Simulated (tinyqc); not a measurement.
Defects against doping: deep level with several charge states.

Energies from Ev. The defect has charge states +1, 0, -1 with weights 1, gm exp((EF - E1)/kT), exp((2 EF - E1 - E2)/kT); the shares are the weights over their sum. Boltzmann carriers: n = Nc exp((EF - Eg)/kT), p = Nv exp(-EF/kT). Neutrality: p - n + Nd + Nt <q> = 0.

Constants: kB = 8.617333262e-05 eV/K.

Parameters, chosen for this exercise (gap and densities of states near those of Si at this temperature; not measured data):
- Eg = 1.145 eV (gap)
- Nc = 2.64e+19 1/cm^3 (conduction-band density of states)
- Nv = 1.2e+19 1/cm^3 (valence-band density of states)
- T = 300 K
- E1 = 0.286 eV (level (+1/0) above Ev)
- E2 = 0.758 eV (level (0/-1) above Ev)
- gm = 2 (degeneracy of the middle state, the others 1)
- Nd = -4.4e+12 1/cm^3 (ionised shallow donors minus acceptors)

Nt takes the listed multiples of |Nd|; the resistivity uses mobilities of 1000 (electrons) and 300 (holes) cm^2/(V s), chosen for the exercise, and e = 1.602176634e-19 C.

Neutral state:

| Nt/\|Nd\| | EF (eV) | n (1/cm^3) | p (1/cm^3) | rho (ohm cm) |
|---|---|---|---|---|
| 0.01 | 0.3831 | 4.19e+06 | 4.40e+12 | 4.73e+03 |
| 0.10 | 0.3831 | 4.19e+06 | 4.39e+12 | 4.73e+03 |
| 0.30 | 0.3832 | 4.20e+06 | 4.38e+12 | 4.74e+03 |
| 0.60 | 0.3833 | 4.22e+06 | 4.37e+12 | 4.76e+03 |
| 1.10 | 0.3834 | 4.24e+06 | 4.34e+12 | 4.79e+03 |
| 1.50 | 0.3835 | 4.26e+06 | 4.33e+12 | 4.81e+03 |
| 3.00 | 0.3840 | 4.33e+06 | 4.25e+12 | 4.89e+03 |
| 10.00 | 0.3859 | 4.67e+06 | 3.94e+12 | 5.28e+03 |

Give the missing row, Nt/|Nd| = 0.90.

Computed row:
```
Nt/|Nd|  EF (eV)  n (1/cm^3)  p (1/cm^3)  rho (ohm cm)
0.90      0.3834    4.23e+06    4.35e+12      4.78e+03
```

EF moves by less than 10 meV: at this EF the defects are neutral on average, so they neither give nor take carriers.

Run: tinyqc, `OMP_NUM_THREADS=1 python tinyqc.py 1652712 1652713 out.jsonl`; Intel(R) Xeon(R) Processor @ 2.30GHz, one thread, shared host; about 0.01 s of CPU time with all checks.
